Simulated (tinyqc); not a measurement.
# Insulator thickness and V0 from two charges

Question. In an undoped wire Vg - V0 = Q/Cox + Vt ln(Q/Q0) + Vt ln(1 + Q/Q0) at the source, with Q0 = 4 eps0 eps_r Vt/R and Cox = eps0 eox/(R ln(1 + tox/R)). Find Cox, tox and V0.

Inputs (values chosen for the exercise); material values those of a made-up semiconductor: temperature T = 250 K; relative permittivity of the semiconductor eps_r = 8.82; relative permittivity of the gate insulator eox = 22.9; wire radius R = 6 nm.

Constants: q = 1.602176634e-19 C, kB = 1.380649e-23 J/K, Vt = kB T/q, eps0 = 8.8541878128e-14 F/cm where lengths are in cm. Results are converted to the units shown.

Qs at Vg = 0.75 and 1.15 V (nC/cm^2): 1084.2330  3018.3299

Solution. The two equations are linear in 1/Cox and V0; tox follows by inverting the logarithm.

Cox = 5.414 uF/cm^2
tox = 5.200 nm
V0 = 0.4499 V

Program tinyqc, `OMP_NUM_THREADS=1 python tinyqc.py 2460116 2460117 out.jsonl`; Intel Xeon 2.30GHz, shared host, one thread, about 0.03 s.
